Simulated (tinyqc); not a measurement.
# Schottky diode by thermionic emission with image-force lowering and series resistance: effects of single changes

Metal on an n-type semiconductor with one parabolic valley; V > 0 is forward bias (metal positive). I = I0 [exp(Vj/(n Vt)) - 1] with Vj = V - I Rs; I0 = S A* T^2 exp(-(phi - dphi)/Vt), the lowering dphi taken at zero bias.

Inputs (values chosen for the exercise); band and dielectric values close to those of indium phosphide: temperature T = 300 K; electron mass me = 0.081 m0; relative permittivity eps_r = 12.5; barrier height seen from the metal phi = 0.57 eV; donor density Nd = 7.8e16 cm^-3; area S = 4.3e-5 cm^2; ideality factor n = 1.03; series resistance Rs = 34 ohm.

Constants: q = 1.602176634e-19 C, kB = 1.380649e-23 J/K, h = 6.62607015e-34 J s, m0 = 9.1093837015e-31 kg, Vt = kB T/q, eps0 = 8.8541878128e-14 F/cm where lengths are in cm. Results are converted to the units shown.

Each table varies one quantity; the others keep the values above.

## Current against voltage

A* = 4 pi q me m0 kB^2/h^3 (times 1e-4 for A/(cm^2 K^2)); Nc = 2 (2 pi me m0 kB T/h^2)^1.5 (times 1e-6 for cm^-3); xi = Vt ln(Nc/Nd), Vbi = phi - xi; surface field Em = sqrt(2 q Nd (Vbi - V - Vt)/(eps0 eps_r)); dphi = sqrt(q Em/(4 pi eps0 eps_r)). The apparent ideality is (dV/d ln I)/Vt.

Results:

| V (V) | I (A) | Vj (V) | apparent ideality |
|---|---|---|---|
| 0.05 | 2.1340e-7 | 0.049993 | 0.87272 |
| 0.13 | 5.0131e-6 | 0.12983 | 1.0287 |
| 0.2 | 6.4820e-5 | 0.19780 | 1.1146 |
| 0.36 | 0.0020617 | 0.28990 | 3.7415 |
| 0.43 | 0.0036691 | 0.30525 | 5.8555 |
| 0.51 | 0.0056798 | 0.31689 | 8.4999 |
| 0.59 | 0.0077857 | 0.32528 | 11.270 |
| 0.66 | 0.0096745 | 0.33107 | 13.754 |
| 0.74 | 0.011867 | 0.33651 | 16.638 |

Estimate the missing row, V = 0.28 V.

Computed row:

| V (V) | I (A) | Vj (V) | apparent ideality |
|---|---|---|---|
| 0.28 | 6.3321e-4 | 0.25847 | 1.8627 |

With this row back in the table: I rises from 2.13e-7 to 0.0119 A, and the apparent ideality rises from 0.873 to 16.6, against n = 1.03. It starts below n because the -1 in the diode law still counts there. From V = 0.36 V on, I Rs exceeds n Vt and the resistance bends the curve.

## Soft saturation in reverse bias

Same model as above.

Here dphi follows the bias, J = -A* T^2 exp(-(phi - dphi(V))/Vt) [1 - exp(V/Vt)], without Rs.

Soft saturation in reverse bias:

| V (V) | Em (kV/cm) | dphi (meV) | J (A/cm^2) |
|---|---|---|---|
| -0.2 | 125.0 | 37.95 | -0.001010 |
| -0.5 | 149.7 | 41.53 | -0.001160 |
| -1 | 183.6 | 45.99 | -0.001379 |
| -2 | 237.2 | 52.28 | -0.001759 |
| -4 | 318.5 | 60.57 | -0.002424 |
| -7 | 411.3 | 68.84 | -0.003337 |
| -10 | 486.8 | 74.88 | -0.004216 |
| -15 | 591.5 | 82.55 | -0.005671 |

dphi rises from 38.0 to 82.5 meV, as the square root of the field, and |J| grows by a factor of 5.61: the reverse current does not saturate. Tunnelling and generation are left out.

tinyqc, about 0.01 s, one thread, Intel Xeon 2.30GHz (shared host): `OMP_NUM_THREADS=1 python tinyqc.py 2640174 2640175 out.jsonl`
